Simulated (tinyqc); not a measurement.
# Changing the anneal temperature T

Model: dopants and charged point defects at anneal temperature: Fermi-level effect, clustering and pairing. Computed by tinyqc, a small Python program. Command: `OMP_NUM_THREADS=1 python tinyqc.py 3002907 3002908 out.jsonl pairing sweep`. One thread of a shared host (Intel(R) Xeon(R) Processor @ 2.30GHz), about 0.01 s of CPU time with the checks.

Boltzmann statistics and full ionisation of active dopants. Energies are counted from the valence band; the defect (a vacancy or self-interstitial) has five charge states, with all degeneracy factors one.

Inputs (values chosen for the exercise, for a model semiconductor):
```
quantity                                         value   unit
gap at 0 K E_g0                                   1.59     eV
Varshni alpha                                 0.000664   eV/K
Varshni beta                                       217      K
electron mass m_e                               0.0477    m_0
valleys M_c                                          1      -
hole mass m_h                                    0.584    m_0
total dopant density N                         1.6e+19  cm^-3
formation enthalpy of the neutral defect H_f      3.84     eV
formation entropy S_f                              9.2    k_B
site density N_s                               2.4e+22  cm^-3
```

Dopant: donor. Second part: pairing with a mobile impurity.

defect levels as fractions of E_g(T): (2+/+), (+/0), (0/-), (-/2-): 0.11  0.23  0.43  0.67

Constants: m_0 = 9.1093837015e-31 kg; k_B = 1.380649e-23 J/K; h = 6.62607015e-34 J s; k_B = 8.617333262e-05 eV/K.

Method:
- E_g = E_g0 - alpha T^2/(T + beta).
- N_c = 2 M_c (2 pi m_e k_B T/h^2)^(3/2) and N_v = 2 (2 pi m_h k_B T/h^2)^(3/2), masses in units of m_0.
- n_i = sqrt(N_c N_v) exp(-E_g/2 k_B T); E_i = E_g/2 + (k_B T/2) ln(N_v/N_c).
- No clustering: A = N.
- n = A/2 + sqrt(A^2/4 + n_i^2) for an active density A.
- chi = n/n_i (for acceptors n_i/p); E_F = E_i + k_B T ln chi; field enhancement h = 1 + A/sqrt(A^2 + 4 n_i^2).
- C_0 = N_s exp(S_f/k_B) exp(-H_f/k_B T). Ratios to the neutral state at E_F = E_i: r_+ = exp((E(+/0) - E_i)/k_B T), r_2+ = r_+ exp((E(2+/+) - E_i)/k_B T), r_- = exp((E_i - E(0/-))/k_B T), r_2- = r_- exp((E_i - E(-/2-))/k_B T); at other E_F state q scales as chi^(-q). The enhancement is sum r_q chi^(-q)/sum r_q. The charge on the defects is left out of neutrality.

One run for each value; columns: (1) anneal temperature T (K); (2) all defects, doped (cm^-3); (3) enhancement over intrinsic; (4) n_i (cm^-3); (5) active density A (cm^-3); (6) mean charge (e):
```
(1)          (2)         (3)         (4)       (5)      (6)
784   7.1310e+10  4.7266e+07  1.1457e+15  1.60e+19  -1.9998
864   1.2949e+12  4.6570e+06  4.1917e+15  1.60e+19  -1.9995
944   1.4006e+13  6.4550e+05  1.2480e+16  1.60e+19  -1.9989
1020  9.3228e+13  1.2666e+05  3.0347e+16  1.60e+19  -1.9979
1100  5.0753e+14  2.8170e+04  6.8361e+16  1.60e+19  -1.9962
1180  2.1626e+15  7.4826e+03  1.3908e+17  1.60e+19  -1.9938
1260  7.5705e+15  2.3036e+03  2.6041e+17  1.60e+19  -1.9903
1340  2.2594e+16  8.0327e+02  4.5524e+17  1.60e+19  -1.9855
```

Over the rows, all defects, doped (cm^-3) rises from 7.13e10 to 2.26e16 (exponent d ln y / d ln x 30 between the first rows and 18 between the last); enhancement over intrinsic falls from 4.73e7 to 803 (exponent d ln y / d ln x -24 between the first rows and -17 between the last); n_i (cm^-3) rises from 1.15e15 to 4.55e17 (exponent d ln y / d ln x 13 between the first rows and 9.1 between the last). A line through ln(all defects) against 1/(k_B T) gives 2.06 eV, against H_f = 3.84 eV for the neutral state alone.

Caution (all rows): the carrier density exceeds the effective density of states, where Boltzmann statistics understate the shift of E_F and so the density of charged defects (gap narrowing, also left out, works the other way).
